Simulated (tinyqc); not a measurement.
Adsorption as a lattice gas: isotherms with interactions, competition, desorption peaks and saturation dose: one step, computed by the program tinyqc. Command: `OMP_NUM_THREADS=1 python tinyqc.py 3005773 3005774 out.jsonl adsorb walk`. One thread of a shared host (Intel(R) Xeon(R) Processor @ 2.30GHz), about 0.2 s of CPU time with the checks.

One adsorbate per site; a molecule needs 2 empty sites. Gas and surface have the same temperature.

Task: Dose to saturate, flat and in a hole. Without desorption or interaction, 99 % coverage needs the time 99 N_s/(2 s0 F). For a round hole of aspect ratio a in molecular flow with unit sticking (Gordon), the time is N_s/(2F) x [1 + (19/4) a + (3/2) a^2]. The larger of the two times is a rough guide.

Inputs (values chosen for the exercise, for a model surface):
```
quantity,value,unit
desorption energy E,2.37,eV
prefactor nu,7.2e+14,1/s
site density N_s,14,1/nm^2
sticking coefficient s0,0.33,-
temperature T,900,K
aspect ratio a (depth over diameter) of a hole,10,-
```

Adsorption: dissociative (second order).

flux F = 2174.775 1/(nm^2 s)

Give: time on a flat surface; time for the hole.

Result:

time on a flat surface = 0.96562 s

time for the hole = 0.63892 s

Transport and reaction are comparable. Caution: with k_d = nu exp(-E/(k_B T)) of these inputs desorption is not negligible over the time on a flat surface, so without interaction 99 % coverage is not reached.
